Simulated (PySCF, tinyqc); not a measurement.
Worked calculation: coupled-perturbed Hartree-Fock on RHF in the sto-3g basis, for H6, spin multiplicity 1. The lowest restricted solution is unstable here: a spin-polarised one lies 0.0370 hartree lower (PySCF). One step of it, computed by the program tinyqc.

Task: Response to a field: uncoupled start. Field along z; U_ai = -mu_ai / (e_a - e_i), alpha = -4 sum U_ai mu_ai.

orbital energies (hartree): MO1 -0.611570, MO2 -0.493804, MO3 -0.289776, MO4 0.149831, MO5 0.501639, MO6 0.842127

dipole integrals <a|z|i> (bohr):
```
,i1,i2,i3
a4,0.163766,0.001421,2.873194
a5,0.000618,0.377279,0.001100
a6,0.074284,0.000573,0.182950
```

Give: uncoupled U; uncoupled polarisability.

Result:

uncoupled U:
```
,i1,i2,i3
a4,-0.2151,-0.0022,-6.5358
a5,-0.0006,-0.3790,-0.0014
a6,-0.0511,-0.0004,-0.1616
```

uncoupled polarisability = 75.9612 bohr^3
